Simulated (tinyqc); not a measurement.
# Barrier height from two thicknesses

Question. Through a thick flat barrier T = c exp(-2 kappa t) with a prefactor c that does not depend on t, and kappa = sqrt(m1 phi1/C), C = hbar^2/(2 m0). Find kappa, the decades lost for each nanometre, c and phi1.

Inputs (values chosen for the exercise):
```
symbol,value,unit,meaning
m1,0.5,m0,tunnelling mass of layer 1
```

Constants: q = 1.602176634e-19 C, hbar = 1.054571817e-34 J s, m0 = 9.1093837015e-31 kg, hbar^2/(2 m0) = 0.0380998212 eV nm^2. Results are converted to the units shown.

T at t = 1.2 and 2.2 nm: 4.2237452e-7  9.9297070e-13

Solution. The ratio of the two values removes c: kappa = ln(T_a/T_b)/(2 (t_b - t_a)).

kappa = 6.48 1/nm
decades a nanometre = 5.63
c = 2.40
phi1 = 3.20 eV

Program tinyqc, `OMP_NUM_THREADS=1 python tinyqc.py 2540082 2540083 out.jsonl`; Intel Xeon 2.30GHz, shared host, one thread, about 0.02 s.
